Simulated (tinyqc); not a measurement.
Density of states of one tight-binding band of a chain, step by step. Values are carried at full precision from step to step, so a last printed digit may differ when a step is redone from the rounded ones.

E(k) = -2 t cos(2 pi k) - 2 t2 cos(4 pi k); k in fractions of the reciprocal vectors, mesh k_i = j/N with j = 0 .. N-1. Densities are per cell and per spin, so the band holds one state.

Parameters, chosen for this exercise:
- t = 2.02 eV (nearest hopping)
- t2 = 0.03 eV (second hopping)
- N = 16 (mesh points along each axis)
- bins = 10 (bins of the histogram)
- E_lo = -4.113 eV (lower end of the histogram)
- E_hi = 4.017 eV (upper end)
- E = -1.92 eV (energy at which the density is wanted)
- sigma = 0.606 eV (Gaussian width)

## Energies on the mesh

Evaluate the band at all 16 points and collect equal values.

Distinct energies:
```
E_k (eV)  points
-4.1000        1
-3.7749        2
-2.8567        2
-1.5036        2
0.0600         2
1.5885         2
2.8567         2
3.6900         2
3.9800         1
```

The 16 points give 9 distinct energies between -4.1000 and 3.9800 eV; a dense mesh gives a band from -4.100 to 3.980 eV.

## Histogram

Count the points in equal bins from E_lo to E_hi; g = count/(all points x bin width).

Histogram:
```
from (eV)  to (eV)  points  g (1/eV)
-4.1130    -3.3000       3    0.2306
-3.3000    -2.4870       2    0.1538
-2.4870    -1.6740       0    0.0000
-1.6740    -0.8610       2    0.1538
-0.8610    -0.0480       0    0.0000
-0.0480     0.7650       2    0.1538
0.7650      1.5780       0    0.0000
1.5780      2.3910       2    0.1538
2.3910      3.2040       2    0.1538
3.2040      4.0170       3    0.2306
```

Empty bins: 3 of 10; the fullest holds 3 points. Empty bins inside the band come from the coarse mesh, not from gaps.

## Gaussian broadening at one energy

Gaussian broadening: g(E) = mean over the mesh of exp(-(E - E_k)^2/(2 sigma^2))/(sigma sqrt(2 pi)), n(E) = mean of erfc((E_k - E)/(sigma sqrt 2))/2.

Sum over the distinct energies with their counts.

n(E) = 0.3355
g(E) = 0.0911 1/eV

## Sum over all linear segments

Each interval of the mesh is a segment with E linear in k: n = (E - e1)/(e2 - e1), g = 1/(e2 - e1) between its end values.

Average n and g over all pieces of the mesh. The reference uses the same method with N = 4000.

n(E) = 0.3365
g(E) = 0.0924 1/eV
reference n(E) = 0.339
reference g(E) = 0.088 1/eV

On this mesh the linear method errs by +0.005 1/eV in g and -0.003 in n; the Gaussian sum erred by +0.004 and -0.004.

## Checks

- States below the top of the band by the linear method against one: both 1.000000.

Program tinyqc; command `OMP_NUM_THREADS=1 python tinyqc.py 1651203 1651204 out.jsonl`; about 0.01 s on one thread of a shared Intel(R) Xeon(R) Processor @ 2.30GHz.
